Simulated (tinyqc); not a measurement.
Born-Mayer model of an ionic crystal AB: one step, computed by the program tinyqc. Command: `OMP_NUM_THREADS=1 python tinyqc.py 3023065 3023066 out.jsonl bornmayer walk`. One thread of a shared host (Intel(R) Xeon(R) Processor @ 2.30GHz), about 0.01 s of CPU time with the checks.

Energies are per ion pair and r is the nearest distance of unlike ions.

Task: Terms of the lattice energy. Madelung constant M, unlike neighbours z1, like neighbours z2 at f r, volume per pair: rock salt 1.747565, 6, 12, sqrt2, 2 r^3; caesium chloride 1.762675, 8, 6, 2/sqrt3, 8 r^3/(3 sqrt3); zinc blende 1.638055, 4, 12, sqrt(8/3), 16 r^3/(3 sqrt3). U(r) = -M z^2 e^2/(4 pi eps_0 r) + z1 lambda exp(-r/rho) + z2 [lambda2 exp(-f r/rho) - C/(f r)^6] (one mean like-ion term for both sublattices).

Inputs (values chosen for the exercise, for a model salt): ionic charge z = 1; unlike repulsion lambda = 756 eV; range rho = 0.311 angstrom; like repulsion lambda2 = 1580 eV; dispersion C between like ions = 7.5 eV angstrom^6.

Structure: zinc blende. Short range: with like-ion terms.

equilibrium distance r0 = 2.445985 angstrom

Constants: e^2/(4 pi eps_0) = 14.39964548 eV angstrom.

Give: terms; lattice energy U.

Result:

terms (eV): Coulomb -9.6433, unlike repulsion 1.1612, like repulsion 0.0501, dispersion -0.0222

lattice energy U = -8.4542 eV per pair

The short-range terms together cancel 12.3 % of the Coulomb energy.
